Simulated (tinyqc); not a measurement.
From one set of inputs to another, one input at a time: Berg model of reactive sputtering of a nitride or oxide: poisoning, hysteresis and pumping speed. Computed by tinyqc, a small Python program. Command: `OMP_NUM_THREADS=1 python tinyqc.py 3003867 3003868 out.jsonl berg ladder`. One thread of a shared host (Intel(R) Xeon(R) Processor @ 2.30GHz), about 0.04 s of CPU time with the checks.

A diatomic gas reacts with bare metal on the target and on the collecting surfaces; ions remove metal and compound from the target. theta_t and theta_c are the compound fractions.

The inputs printed are set A. Set A is close to those used for aluminium oxide; the values taken over come from a set close to those used for titanium dioxide. Inputs not listed in the table keep their values of set A, so the rows need not describe a real material.

Inputs (values chosen for the exercise, close to those used for aluminium oxide): ion current density J = 29 mA/cm^2; target area A_t = 99 cm^2; collecting area A_c = 2900 cm^2; metal yield Y_m = 0.82; compound yield Y_c = 0.042; sticking coefficient alpha = 0.21; reactive atoms per metal atom z = 1.5; gas mass M = 32 u; pumping speed S = 290 l/s; gas temperature T = 300 K; reactive partial pressure P = 0.0066 Pa.

Constants: e = 1.602176634e-19 C; u = 1.6605390666e-27 kg; k_B = 1.380649e-23 J/K.

Method. Ion flux j = J/e; gas flux F = P/sqrt(2 pi M k_B T). Target: (2/z) alpha F (1 - theta_t) = j Y_c theta_t. Sputtered flows F_c = j Y_c theta_t A_t, F_m = j Y_m (1 - theta_t) A_t. Collector: (2/z) alpha F (1 - theta_c) A_c + F_c (1 - theta_c) = F_m theta_c. Gas use Q = alpha F [(1 - theta_t) A_t + (1 - theta_c) A_c] + P S/(k_B T); 1 sccm = 4.4780e17 molecules/s. Rate R = F_m + F_c, given relative to j Y_m A_t.

Each row keeps all changes above it:
```
input moved                         from     to  total flow Q (sccm)  rate relative to clean metal  theta_c
set A                                  -      -               10.620                       0.62495  0.62341
metal yield Y_m                     0.82   0.45                7.540                       0.64160  0.75103
compound yield Y_c                 0.042  0.036                7.231                       0.60194  0.76254
reactive partial pressure P (Pa)  0.0066  0.019                7.657                       0.36791  0.94323
sticking coefficient alpha          0.21   0.63                5.666                       0.20127  0.99157
target area A_t (cm^2)                99    130                6.501                       0.20127  0.98897
ion current density J (mA/cm^2)       29    6.7                3.426                       0.11118  0.99934
pumping speed S (l/s)                290    200                2.504                       0.11118  0.99934
```

Total flow Q goes from 10.6 to 2.50, a factor 0.236 in all. The largest single move comes from ion current density J (a factor 0.527), and target area A_t works against it (a factor 1.15). Rate relative to clean metal goes from 0.625 to 0.111, a factor 0.178 in all. The largest single move comes from sticking coefficient alpha (a factor 0.547). theta_c goes from 0.623 to 0.999, a factor 1.60 in all. The largest single move comes from reactive partial pressure P (a factor 1.24). The single moves hold for this order of the switches; the total does not depend on the order.

Extremes, crossings and ranges named in words are read from the listed rows.
